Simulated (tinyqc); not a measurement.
Mobility of a non-polar semiconductor in the relaxation-time approximation: one step, computed by the program tinyqc.

Each valley is treated as a sphere of mass m_d for states and rates, with one isotropic relaxation time; the conductivity mass m_c sets the current.

Problem. Masses. m_d = (m_l m_t^2)^(1/3); 1/m_c = (1/m_l + 2/m_t)/3; Hall mass factor A = 3 K_m (K_m + 2)/(2 K_m + 1)^2, K_m = m_l/m_t; N_I = n (1 + C)/(1 - C).

Inputs (values chosen for the exercise, for a model non-polar semiconductor):
```
quantity,value,unit
longitudinal mass m_l,0.5,m_0
transverse mass m_t,0.17,m_0
carrier density n,6.2e+17,1/cm^3
compensation ratio C,0.19,-
```

Band: Kane. Impurity formula: Brooks-Herring. Further scattering: none.

Give: density-of-states mass m_d; conductivity mass m_c; Hall mass factor A; ionised impurity density N_I.

Solution.

density-of-states mass m_d = 0.24357 m_0

conductivity mass m_c = 0.21795 m_0

Hall mass factor A = 0.92045

ionised impurity density N_I = 9.1086e+17 1/cm^3
